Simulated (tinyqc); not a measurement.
Inside a calculation. Model: carrier lifetime from Shockley-Read-Hall, radiative, Auger and surface recombination. Computed by tinyqc, a small Python program that keeps every step. Command: `OMP_NUM_THREADS=1 python tinyqc.py 3016201 3016202 out.jsonl lifetime walk`. One thread of a shared host (Intel(R) Xeon(R) Processor @ 2.30GHz), about 0.02 s of CPU time with the checks. Intermediate numbers are printed to about 5 digits and carried at full precision; extremes and crossings named in words are read from the listed rows.

Energies are counted from the top of the valence band. Boltzmann statistics, full ionisation, and equal excess densities of electrons and holes.

Inputs (values chosen for the exercise, with bands modelled on ZnO):
```
quantity                          value        unit
gap E_g                            3.37          eV
electron mass m_e                 0.266         m_0
valleys M_c                           1           -
hole mass m_h                     0.772         m_0
temperature T                       400           K
doping N                        1.2e+18       cm^-3
trap level E_t                    0.377          eV
trap density N_t                6.1e+13       cm^-3
electron cross-section sigma_n  1.3e-15        cm^2
hole cross-section sigma_p      1.1e-16        cm^2
radiative coefficient B         2.3e-10      cm^3/s
Auger coefficient C_n           1.7e-31      cm^6/s
Auger coefficient C_p           9.2e-32      cm^6/s
excess density dn               8.8e+15       cm^-3
generation rate G               2.6e+19  cm^-3 s^-1
diffusion coefficient D              10      cm^2/s
```

Doping: n-type. Surface term: none.

Constants: m_0 = 9.1093837015e-31 kg; k_B = 1.380649e-23 J/K; h = 6.62607015e-34 J s; k_B = 8.617333262e-05 eV/K.

## Equilibrium densities

N_c = 2 M_c (2 pi m_e k_B T/h^2)^(3/2) and N_v = 2 (2 pi m_h k_B T/h^2)^(3/2), masses in units of m_0. n_i = sqrt(N_c N_v) exp(-E_g/2 k_B T); majority density N/2 + sqrt(N^2/4 + n_i^2), minority density n_i^2 over it.

N_c = 5.3003e+18 cm^-3

N_v = 2.6206e+19 cm^-3

n_i = 0.0069389 cm^-3

n_0 = 1.20e+18 cm^-3

p_0 = 4.0123e-23 cm^-3

Caution: the doping is near the effective density of states, where Boltzmann statistics fail and the gap narrows.

## Capture times and SRH densities

v = sqrt(3 k_B T/m) with m_e or m_h; tau_n0 = 1/(sigma_n v_n N_t), tau_p0 = 1/(sigma_p v_p N_t); n1 = N_c exp(-(E_g - E_t)/k_B T), p1 = N_v exp(-E_t/k_B T).

v_n = 2.6149e+07 cm/s

v_p = 1.5349e+07 cm/s

tau_n0 = 4.8226e-07 s

tau_p0 = 9.7095e-06 s

n1 = 1.0331e-19 cm^-3

p1 = 4.6603e+14 cm^-3

n1 and p1 are both far below the doping: the level acts as a deep recombination centre.

## Lifetimes at the given injection

With n = n_0 + dn, p = p_0 + dn and U/dn = 1/tau: (n p - n_i^2)/dn = n_0 + p_0 + dn = s; 1/tau_SRH = s/[tau_p0 (n + n1) + tau_n0 (p + p1)]; 1/tau_rad = B s; 1/tau_Aug = (C_n n + C_p p) s; the rates add. Radiative efficiency = tau_eff/tau_rad; effective diffusion length = sqrt(D tau_eff).

tau_SRH at dn = 9.7132e-06 s

tau_rad at dn = 3.5968e-09 s

tau_Aug at dn = 4.0099e-06 s

effective lifetime at dn = 3.5923e-09 s

radiative efficiency at dn = 0.99873

effective diffusion length at dn = 1.8953 micrometre

Radiative recombination carries 100 % of the rate; dn/N = 0.0073 is low injection.

## Steady state under generation

dn solves dn/tau_eff(dn) = G (60 bisections in ln dn between 1e-2 and 1e22 cm^-3); the splitting of the quasi-Fermi levels is k_B T ln(n p/n_i^2).

steady excess density = 9.4084e+10 cm^-3

lifetime in the steady state = 3.6186e-09 s

quasi-Fermi splitting under G = 2.6485 eV

The splitting, an upper bound for e V_oc, is 79 % of the gap.

## Lifetime against injection

Rows stop below half the smaller effective density of states.

Lifetimes (s):
```
dn (cm^-3)         SRH   radiative       Auger   effective  radiative efficiency  fastest channel
1.00e+10    9.7097e-06  3.6232e-09  4.0850e-06  3.6186e-09               0.99874        radiative
1.00e+11    9.7097e-06  3.6232e-09  4.0850e-06  3.6186e-09               0.99874        radiative
1.00e+12    9.7097e-06  3.6232e-09  4.0850e-06  3.6186e-09               0.99874        radiative
1.00e+13    9.7097e-06  3.6232e-09  4.0849e-06  3.6186e-09               0.99874        radiative
1.00e+14    9.7098e-06  3.6229e-09  4.0841e-06  3.6183e-09               0.99874        radiative
1.00e+15    9.7101e-06  3.6202e-09  4.0763e-06  3.6156e-09               0.99874        radiative
1.00e+16    9.7137e-06  3.5932e-09  3.9998e-06  3.5887e-09               0.99873        radiative
1.00e+17    9.7468e-06  3.3445e-09  3.3416e-06  3.3400e-09               0.99866        radiative
1.00e+18    9.9288e-06  1.9763e-09  9.7542e-07  1.9719e-09               0.99778        radiative
```

tau_SRH goes from 9.71e-6 s at low injection (the minority capture time, 9.71e-6 s) to 9.93e-6 s in the last row; at high injection it tends to tau_n0 + tau_p0 = 1.02e-5 s. Ruling channel by row: radiative from 1e10 cm^-3.

## Where in the gap a trap does harm

Low injection: tau = [tau_p0 (n_0 + n1) + tau_n0 (p_0 + p1)]/(n_0 + p_0). Depleted region (n = p = 0): generation lifetime tau_g = (tau_p0 n1 + tau_n0 p1)/n_i. n1 = N_c exp(-(E_g - E_t)/k_B T), p1 = N_v exp(-E_t/k_B T).

The same trap at other energies:
```
E_t (eV)  SRH lifetime (s)  generation lifetime (s)
0.202           9.7396e-06               5.1917e+12
0.505           9.7095e-06               7.9009e+08
0.842           9.7095e-06               4.4840e+04
1.180           9.7095e-06               2.4720e+00
1.517           9.7095e-06               1.4033e-04
1.685           9.7095e-06               5.4390e-06
1.854           9.7095e-06               5.8811e-04
2.190           9.7095e-06               1.0066e+01
2.528           9.7095e-06               1.8259e+05
2.864           9.7096e-06               3.1253e+09
3.168           9.8318e-06               2.1141e+13
```

The SRH lifetime (other channels left aside) stays within 10 % of its least value, among these rows, from E_t = 0.202 to 3.168 eV. The generation lifetime has a sharp minimum, among these rows at 1.685 eV and exactly at 1.661 eV, where tau_p0 n1 = tau_n0 p1, since generation needs two thermal jumps and the larger one rules.

Checks made by the program: n1 p1 = n_i^2 (relative difference below 1e-10).
